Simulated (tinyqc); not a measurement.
# Capacitance measurement on a leaky thin oxide: effects of series resistance and leakage: readings against frequency

The device is a capacitance C in parallel with a leakage conductance G, in series with Rs and Ls. An impedance meter reports either a parallel pair (Cp, Gp) from Y = 1/Z = Gp + i w Cp or a series pair (Cs, Rm) from Z = Rm + 1/(i w Cs); w = 2 pi f, dissipation D = Gp/(w |Cp|).

EOT = 3.9 tox/eox; CET = EOT + zc + zp; C = 3.9 eps0 A/CET; G = Jg A/Vs. Z = Rs + i w Ls + 1/(G + i w C); CET read from Cp = 3.9 eps0 A/Cp; errors under 0.001 % are printed as 0.

Parameters, values chosen for the exercise; values of the order met in thin-oxide MOS capacitors: relative permittivity of the gate insulator (close to silicon dioxide) eox = 3.9; insulator thickness tox = 3.1 nm; gate area A = 100 um^2; oxide-equivalent thickness added by the accumulation layer zc = 0.6 nm; oxide-equivalent thickness added by gate depletion zp = 0 nm; gate leakage current density, not matched to the thickness Jg = 0.00094 A/cm^2; voltage for an e-fold rise of the leakage Vs = 0.2 V; series resistance Rs = 18 ohm; series inductance Ls = 0 nH.

Constants: eps0 = 8.8541878128e-14 F/cm where lengths are in cm. Results are converted to the units shown.

The same in every row: C (pF) = 0.93328.

Readings against frequency:
```
f (Hz)  Cp (pF)  Cs (pF)          D  error of Cp (%)  error of Cs (%)  CET read from Cp (nm)
1000    0.93328   1.5328    0.80151                0             64.2                 3.7000
3000    0.93328  0.99990    0.26717                0             7.14                 3.7000
10000   0.93328  0.93927   0.080152                0            0.642                 3.7000
30000   0.93328  0.93395   0.026720                0           0.0714                 3.7000
1e5     0.93328  0.93334  0.0080256                0          6.42e-3                 3.7000
3e5     0.93328  0.93329  0.0027033                0                0                 3.7000
1e6     0.93328  0.93328  9.0706e-4                0                0                 3.7000
3e6     0.93328  0.93328  5.8382e-4                0                0                 3.7000
1e7     0.93328  0.93328  0.0011357                0                0                 3.7000
3e7     0.93327  0.93328  0.0031933         -1.02e-3                0                 3.7000
```

Read the table: what changes, and by how much?

D goes from 0.802 through a minimum of 5.84e-4 (at f = 3e6 Hz among the rows listed) to 0.00319; without inductance its minimum lies at f = sqrt(G (1 + G Rs)/Rs)/(2 pi C) = 2.76e6 Hz. The error of Cp goes from 0 to -0.00102 % and that of Cs from 64.2 to 0 %; at low frequency Cp tends to C/(1 + G Rs)^2 and Cs grows as 1 + (G/(w C))^2. One of the two readings is within 2 % of C for f = 1000, 3000, 10000, 30000, 1e5, 3e5, 1e6, 3e6, 1e7, 3e7 Hz.

tinyqc, about 0.01 s, one thread, Intel Xeon 2.30GHz (shared host): `OMP_NUM_THREADS=1 python tinyqc.py 2022010 2022011 out.jsonl`
